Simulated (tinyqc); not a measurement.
## Step height from the transmission

Problem. A single step up from edge 0 (mass mL) to edge U (mass mS) transmits T(E) = 4 vL vR/(vL + vR)^2 with v = k/m, k = sqrt(m (E - edge)/C), C = hbar^2/(2 m0). It is known that vR < vL. Find vR/vL and U.

Inputs (values chosen for the exercise):
- mL = 0.044 m0 (mass in the left lead)
- E = 1.673 eV (electron energy)
- mS = 0.15 m0 (mass beyond the step)

T(E) = 0.65279318

Answer. The reflection amplitude is sqrt(1 - T(E)) = (1 - y)/(1 + y) with y = vR/vL < 1, and y^2 = (E - U) mL/(E mS).

vR/vL = 0.258
U = 1.29 eV

tinyqc, about 0.01 s, one thread, Intel Xeon 2.30GHz (shared host): `OMP_NUM_THREADS=1 python tinyqc.py 2560044 2560045 out.jsonl`
